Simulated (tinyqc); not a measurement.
Charge control and current of a heterostructure field-effect transistor: one step, computed by the program tinyqc.

Two subbands in a triangular well; E_F is counted from the conduction band edge of the channel at the interface.

Problem. Saturation current. With V = e n_s/C_g and V_c = v_s L/mu: for v = mu F up to v_s, I/W = C_g v_s V_c (sqrt(1 + (V/V_c)^2) - 1) and V_Dsat = V + V_c - sqrt(V^2 + V_c^2); g_m = dI/dV; extrinsic g_m/(1 + g_m R_S); f_T = g_m/(2 pi C_g L).

Inputs (values chosen for the exercise, modelled on AlGaN/GaN):

| quantity | value | unit |
|---|---|---|
| conduction band offset dE_c | 0.34 | eV |
| mobility mu | 1400 | cm^2/(V s) |
| saturation velocity v_s | 1 | 1e7 cm/s |
| gate length L | 530 | nm |
| source resistance R_S | 0 | ohm mm |
| temperature T | 400 | K |

Charge source: polarisation. Velocity law: two-piece.

sheet density n_s = 8.907364e+12 1/cm^2

gate capacitance C_g = 0.3731163 microfarad/cm^2

Constants: e = 1.602176634e-19 C.

Give: V; V_c; V_Dsat; saturation current I/W; intrinsic g_m; extrinsic g_m; intrinsic f_T.

Solution.

V = 3.825 V

V_c = 0.3786 V

V_Dsat = 0.3599 V

saturation current I/W = 1293 mA/mm

intrinsic g_m = 371.3 mS/mm

extrinsic g_m = 371.3 mS/mm

intrinsic f_T = 29.88 GHz

V/V_c = 10.10: velocity saturation rules; I is 91 % of e n_s v_s = 1430 mA/mm. Caution: E_F lies above the conduction band minimum of the barrier, so electrons would spill into the barrier.
